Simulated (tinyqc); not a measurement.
Fermi level against carrier density: pi bands of a honeycomb layer in tight binding.

Constants: hbar^2/2m0 = 3.80998211 eV angstrom^2.

Parameters, chosen for this exercise (out of a larger set: of the size used for graphene; not measured data): D = 0.015 eV (+D on A, -D on B).

hbar v = 6.15692 eV angstrom

Cone with four flavours: n = kF^2/pi, EF = sqrt(D^2 + (hbar v kF)^2), density of states 2 EF/(pi (hbar v)^2), quantum capacitance e^2 times it (1 e^2/(eV angstrom^2) = 1602.177 microF/cm^2), cyclotron mass 2c EF/(hbar v)^2, c = hbar^2/2m0; 1e12/cm^2 = 1e-4/angstrom^2.

Filling:

| n (1e12/cm^2) | kF (1/angstrom) | EF (eV) | Cq (microF/cm^2) | cyclotron mass (m0) |
|---|---|---|---|---|
| 0.10 | 0.00560 | 0.0376 | 1.012 | 0.0076 |
| 0.25 | 0.00886 | 0.0566 | 1.523 | 0.0114 |
| 0.50 | 0.01253 | 0.0786 | 2.115 | 0.0158 |
| 1.00 | 0.01772 | 0.1102 | 2.964 | 0.0221 |
| 4.00 | 0.03545 | 0.2188 | 5.886 | 0.0440 |
| 10.00 | 0.05605 | 0.3454 | 9.294 | 0.0694 |
| 20.00 | 0.07927 | 0.4883 | 13.138 | 0.0981 |

Give the missing row, n (1e12/cm^2) = 2.00.

Computed row:
```
n (1e12/cm^2)  kF (1/angstrom)  EF (eV)  Cq (microF/cm^2)  cyclotron mass (m0)
2.00                   0.02507   0.1551             4.172               0.0312
```

From 1 to 4e12/cm^2 EF rises by a factor 1.986, less than two because the gap 2D = 0.03 eV still counts. Capacitance and mass grow in proportion to EF counted from mid-gap, so hardly at all while a large gap term dominates it; in a parabolic band both are constant; Cq is 2.96 microF/cm^2 at 1e12/cm^2, against 3.45 for 1 nm of a dielectric with eps = 3.9.

Computed by tinyqc, a small Python program: `OMP_NUM_THREADS=1 python tinyqc.py 1481727 1481728 out.jsonl` (the numbers bound the seed that draws the inputs); one thread of a shared host (Intel(R) Xeon(R) Processor @ 2.30GHz), about 0.01 s for the whole set of steps.
